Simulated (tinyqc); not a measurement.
# Worked calculation: one-dimensional ballistic tunnel FET, two-band WKB

Program tinyqc, `OMP_NUM_THREADS=1 python tinyqc.py 2620056 2620057 out.jsonl`; Intel Xeon 2.30GHz, shared host, one thread, about 0.01 s. Printed values are rounded.

A p-type source for x < 0 with its Fermi level at 0 and its valence edge at ds; in the channel the bands fall as D exp(-x/lam) towards their flat values, with the conduction edge at Ec = ds - dP and D = dP + Eg. The gate moves dP one to one. The drain Fermi level lies at -Vd and the drain side reflects nothing. For w = E - Ec between 0 and dP an electron crosses the gap. Two-band dispersion with equal masses m: inside the gap kappa = sqrt(m u (1 - u/Eg)/C), u the distance from a band edge, C = hbar^2/(2 m0).

Values chosen for this exercise; band and dielectric values close to those of indium phosphide:

| symbol | value | unit | meaning |
|---|---|---|---|
| T | 300 | K | temperature |
| Eg | 1.37 | eV | band gap |
| m | 0.1 | m0 | band-edge mass of the two-band model |
| lam | 5.9 | nm | screening length of the source junction |
| ds | 0.06 | eV | source valence edge above the source Fermi level |
| Vd | 0.5 | V | drain bias |
| g | 1 |  | number of degenerate subbands (spin apart) |
| dP | 0.18 | eV | tunnelling window Ev(source) - Ec(channel) |
| w0 | 0.087 | eV | energy above the channel conduction edge |
| nc | 9 |  | cells of the path |
| nE | 9 |  | points of the energy grid |

Constants: q = 1.602176634e-19 C, kB = 1.380649e-23 J/K, hbar = 1.054571817e-34 J s, h = 6.62607015e-34 J s, m0 = 9.1093837015e-31 kg, Vt = kB T/q, hbar^2/(2 m0) = 0.0380998212 eV nm^2. Results are converted to the units shown.

## The path through the gap by the midpoint rule

At w = w0 the path runs from xa = lam ln(D/(w + Eg)) to xb = lam ln(D/w); u(x) = w + Eg - D exp(-x/lam) is the height above the valence edge. Cut it into nc equal cells: S = 2 (cell width) times the sum of kappa at the centres.

xa = 0.3650649 nm
xb = 16.99260 nm
x, cell 0 to 8 (nm): [1.28882, 3.13632, 4.98383, 6.83133, 8.67883, 10.52634, 12.37384, 14.22135, 16.06885]
u, cell 0 to 8 (eV): [0.211158, 0.546103, 0.790997, 0.970052, 1.100968, 1.196687, 1.266672, 1.317842, 1.355254]
kappa, cell 0 to 8 (1/nm): [0.6846906, 0.9284359, 0.9367120, 0.8621396, 0.7532996, 0.6303536, 0.5007481, 0.3628873, 0.1956685]
S = 21.63403

## The exponent in closed form

S(w) = 2 lam int_0^Eg kappa(u) du/(w + Eg - u) = 2 pi lam sqrt(m/(C Eg)) [w + Eg/2 - sqrt(w (w + Eg))], T(w) = exp(-S). The common triangular estimate is S = (4/3) lam sqrt(m/C) Eg^1.5/(dP + Eg) for all w.

S(w0) = 21.34370
T(w0) = 5.377102e-10
triangular S = 13.18495

The midpoint value is 1.4 % above the closed form, and the triangular estimate 38 % below it.

## Current on a coarse grid

S(w) = 2 lam int_0^Eg kappa(u) du/(w + Eg - u) = 2 pi lam sqrt(m/(C Eg)) [w + Eg/2 - sqrt(w (w + Eg))], T(w) = exp(-S). I = g (2 q^2/h) int_0^dP T(w) [f(E) - f(E + Vd)] dw, E = ds - dP + w, f(x) = 1/(1 + exp(x/Vt)). Simpson's rule on nE equally spaced points.

w, point 0 to 8 (eV): [0.0000000, 0.0225000, 0.0450000, 0.0675000, 0.0900000, 0.1125000, 0.1350000, 0.1575000, 0.1800000]
T(w), point 0 to 8: [5.437693e-16, 1.508150e-12, 2.268673e-11, 1.488302e-10, 6.421413e-10, 2.133123e-9, 5.910098e-9, 1.431543e-8, 3.124834e-8]
difference of the f, point 0 to 8: [0.9904514, 0.9774995, 0.9479022, 0.8839922, 0.7614148, 0.5720238, 0.3588806, 0.1899147, 0.08940646]
I = 1.414676e-8 uA

A converged quadrature gives 1.414e-8 uA; this grid is 0.013 % above that.
